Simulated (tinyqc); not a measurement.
## Energy and delay of logic against supply voltage: energy and delay against supply voltage

One expression serves below and above threshold: I(Vg) = Ik [ln(1 + exp((Vg - VT + dd V)/(al nf Vt)))]^al, with I_on = I(V) and I_off = I(0). Gate delay td = kd C V/I_on, clock period LD td. Per gate and cycle the switching energy is act C V^2 and the leakage energy I_off V LD td. No short-circuit current, no variation. Minima are sought above 0.09 V; below a few Vt gates no longer switch and the model has no meaning.

EDP = energy times td.

Values chosen for this exercise; values of the order met in logic technologies: temperature T = 330 K; threshold voltage at zero drain bias VT = 0.43 V; slope factor nf = 1.31; barrier lowering per volt of supply dd = 0.06; specific current of a gate Ik = 2.6 uA; exponent of the current law al = 1.32; load capacitance of a gate C = 2.9 fF; delay factor kd = 1.1; logic depth LD = 20; activity factor act = 0.2.

Constants: q = 1.602176634e-19 C, kB = 1.380649e-23 J/K, Vt = kB T/q. Results are converted to the units shown.

Result of one run:

| V (V) | I_on (uA) | I_off (nA) | td (ps) | switching (aJ) | leakage (aJ) | energy (aJ) | EDP (fJ ps) |
|---|---|---|---|---|---|---|---|
| 0.62 | 19.659 | 0.068484 | 100.61 | 222.95 | 0.085435 | 223.04 | 22.439 |

What becomes of these results when the supply voltage V is changed from 0.62 to 0.97 V, all else the same?

Result of the changed run:

| V (V) | I_on (uA) | I_off (nA) | td (ps) | switching (aJ) | leakage (aJ) | energy (aJ) | EDP (fJ ps) |
|---|---|---|---|---|---|---|---|
| 0.97 | 70.360 | 0.12033 | 43.978 | 545.72 | 0.10266 | 545.82 | 24.004 |

The whole series:

| V (V) | I_on (uA) | I_off (nA) | td (ps) | switching (aJ) | leakage (aJ) | energy (aJ) | EDP (fJ ps) |
|---|---|---|---|---|---|---|---|
| 0.15 | 0.0017967 | 0.032127 | 2.6632e5 | 13.050 | 25.668 | 38.718 | 10311 |
| 0.27 | 0.052904 | 0.038977 | 16281 | 42.282 | 3.4266 | 45.709 | 744.16 |
| 0.38 | 0.91774 | 0.046531 | 1320.8 | 83.752 | 0.46710 | 84.219 | 111.24 |
| 0.5 | 7.1705 | 0.056450 | 222.44 | 145.00 | 0.12557 | 145.13 | 32.282 |
| 0.62 | 19.659 | 0.068484 | 100.61 | 222.95 | 0.085435 | 223.04 | 22.439 |
| 0.73 | 33.876 | 0.081756 | 68.743 | 309.08 | 0.082054 | 309.16 | 21.253 |
| 0.85 | 51.319 | 0.099184 | 52.836 | 419.05 | 0.089088 | 419.14 | 22.146 |
| 0.97 | 70.360 | 0.12033 | 43.978 | 545.72 | 0.10266 | 545.82 | 24.004 |
| 1.08 | 89.004 | 0.14364 | 38.708 | 676.51 | 0.12010 | 676.63 | 26.191 |
| 1.2 | 110.48 | 0.17426 | 34.648 | 835.20 | 0.14490 | 835.34 | 28.943 |

td falls from 2.66e5 to 34.6 ps; the energy rises from 38.7 to 835 aJ and the EDP goes from 10300 through a minimum of 21.3 (at V = 0.73 V among the rows listed) to 28.9 fJ ps. The exact minima lie at V = 0.192 V for the energy and 0.724 V for the EDP. Going from 1.2 V to the energy minimum saves a factor of 23.8 in energy and costs a factor of 2990 in delay. Below the minimum the leakage energy rises faster than the switching energy falls, because the clock period grows so steeply.

tinyqc, about 0.01 s, one thread, Intel Xeon 2.30GHz (shared host): `OMP_NUM_THREADS=1 python tinyqc.py 2082147 2082148 out.jsonl`
